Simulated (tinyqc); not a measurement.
# Threshold of a short bulk MOSFET: charge sharing, barrier lowering, narrow width: effects of single changes

n-channel device on a p-type body, depletion approximation, full ionisation. Uniform doping N = Na. Vbi from Boltzmann statistics is rough for the degenerate source. Cox = eps0 eox/tox.

Values chosen for this exercise; band and dielectric values close to those of silicon: temperature T = 400 K; band gap Eg = 1.14 eV; relative permittivity eps_r = 11.8; conduction-band density of states at T Nc = 4.28e19 cm^-3; valence-band density of states at T Nv = 4.1e19 cm^-3; relative permittivity of the gate insulator (close to silicon dioxide) eox = 3.9; insulator thickness tox = 1.3 nm; channel doping Na = 2.2e17 cm^-3; source and drain doping Nsd = 1e20 cm^-3; flat-band voltage for the doping Na Vfb = -1 V; junction depth xj = 63 nm; body-source voltage Vbs = 0 V; drain-source voltage Vds = 0.05 V; gate width W = 690 nm; shape factor of the fringing depletion at the width edges xw = 0.7854; channel length L = 150 nm.

Constants: q = 1.602176634e-19 C, kB = 1.380649e-23 J/K, Vt = kB T/q, eps0 = 8.8541878128e-14 F/cm where lengths are in cm. Results are converted to the units shown.

Each table varies one quantity; the others keep the values above.

## Threshold roll-off against channel length

ni = sqrt(Nc Nv) exp(-Eg/(2 Vt)), Eg in volts; 2 pB = 2 Vt ln(N/ni); flat band Vfb - Vt ln(N/Na); Wd = sqrt(2 eps0 eps_r (2 pB - Vbs)/(q N)); body term q N Wd/Cox; long-channel VT0 = flat band + 2 pB + body term; Vbi = Vt ln(N Nsd/ni^2); scale length l = sqrt((eps_r/eox) tox Wd). Charge sharing (trapezoid; it ignores Vds): F = (xj/L)(sqrt(1 + 2 Wd/xj) - 1), lowering = body term times F. Barrier lowering: th = exp(-L/(2 l)) + 2 exp(-L/l), lowering = th [2 (Vbi - 2 pB) + Vds], DIBL = th. Narrow width: rise = body term times xw Wd/W. VT by each model = VT0 - lowering + rise. DIBL under 0.001 mV/V is printed as 0.

The same in every row: N (cm^-3) = 2.200e17; VT0 (V) = -0.1317.

Results:
```
L (nm)	L/l	F	DIBL (mV/V)	VT, charge sharing (V)	VT, barrier lowering (V)
75	4.589	0.6523	121.2	-0.1836	-0.1819
110	6.730	0.4448	36.95	-0.1649	-0.1422
160	9.789	0.3058	7.599	-0.1523	-0.1284
230	14.07	0.2127	0.8812	-0.1439	-0.1252
330	20.19	0.1483	0.04129	-0.1381	-0.1248
680	41.60	0.07195	0	-0.1313	-0.1248
980	59.96	0.04992	0	-0.1293	-0.1248
```

Estimate the missing row, L = 470 nm.

Computed row:
```
L (nm)	L/l	F	DIBL (mV/V)	VT, charge sharing (V)	VT, barrier lowering (V)
470	28.76	0.1041	0	-0.1342	-0.1248
```

With this row back in the table: VT by barrier lowering rises from -0.182 to -0.125 V and VT by charge sharing rises from -0.184 to -0.129 V. DIBL is under 100 mV/V from L = 110 nm on among the rows (th = 0.1 at L/l = 4.92). For L = 75 F exceeds 0.5: the shares of source and drain overlap, and the trapezoid formula no longer holds.

## Effect of the insulator thickness

Same model as above.

The same in every row: N (cm^-3) = 2.2000e17; F = 0.32615.

Effect of the insulator thickness:
```
tox (nm)	VT0 (V)	L/l	DIBL (mV/V)	VT, charge sharing (V)	VT, barrier lowering (V)
0.52	-0.18582	14.511	0.70741	-0.19479	-0.18337
0.68	-0.17473	12.689	1.7624	-0.18646	-0.17192
0.88	-0.16086	11.154	3.8118	-0.17604	-0.15795
1.1	-0.14561	9.9768	6.9095	-0.16459	-0.14298
1.5	-0.11788	8.5436	14.346	-0.14376	-0.11661
1.9	-0.090148	7.5912	23.479	-0.12293	-0.091044
2.5	-0.048551	6.6179	39.228	-0.091681	-0.053662
3.2	-2.1800e-5	5.8494	59.443	-0.055228	-0.010919
```

As tox goes from 0.52 to 3.2, VT0 rises from -0.186 to -2.18e-5 V, DIBL rises from 0.707 to 59.4 mV/V, F stays at 0.326 and VT by barrier lowering rises from -0.183 to -0.0109 V.

tinyqc, about 0.01 s, one thread, Intel Xeon 2.30GHz (shared host): `OMP_NUM_THREADS=1 python tinyqc.py 2002072 2002073 out.jsonl`
